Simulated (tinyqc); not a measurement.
Thermoelectric coefficients of one resonant level, Landauer integrals: two steps of the calculation.

Transmission X(x) = (g/2)^2/[(x - y)^2 + (g/2)^2] with x = (E - EF)/kB T, two spin channels. I_k = int X x^k w dx over all x, w = 1/(4 cosh^2(x/2)).

Values chosen for this exercise: temperature T = 4 K; full width of the level over kB T g = 1.3; level position (E0 - EF)/kB T y = 4.5; phonon heat conductance in units of pi^2 kB^2 T/(3 h) kp = 0.067.

Constants: q = 1.602176634e-19 C, kB = 1.380649e-23 J/K, h = 6.62607015e-34 J s. Results are converted to the units shown.

Problem 1. Coefficients. G = (2 q^2/h) I_0, S = -(kB/q) I_1/I_0, L/L0 = [I_2/I_0 - (I_1/I_0)^2]/(pi^2/3), K_e = (2 kB^2 T/h)(I_2 - I_1^2/I_0), ZT = G S^2 T/(K_e + K_ph), K_ph = kp pi^2 kB^2 T/(3 h).

converged I_0, I_1, I_2: 0.046015534  0.10591630  0.42449061

Find: G; S; L/L0; K_e; ZT; ZT without phonons.

Solution 1.

G = 3.5653 uS
S = -198.35 uV/K
L/L0 = 1.1936
K_e = 0.41587 pW/K
ZT = 0.83804
ZT without phonons = 1.3492

The level lies above EF, so S is negative (electron-like). A level of zero width would give -(kB/q) y = -388 uV/K; S is 49 % below that in size.

Problem 2. Two limits for S. Narrow level: S = -(kB/q) y. Mott formula: S = -(pi^2/3)(kB/q) d ln X/dx at x = 0 = -(pi^2/3)(kB/q) 2 y/[y^2 + (g/2)^2].

Wanted: narrow-level S; Mott S.

Solution 2.

narrow-level S = -387.78 uV/K
Mott S = -123.42 uV/K

The integrals give -198 uV/K; the Mott value is 38 % below that in size.

Program tinyqc, `OMP_NUM_THREADS=1 python tinyqc.py 2800103 2800104 out.jsonl`; Intel Xeon 2.30GHz, shared host, one thread, about 0.04 s.
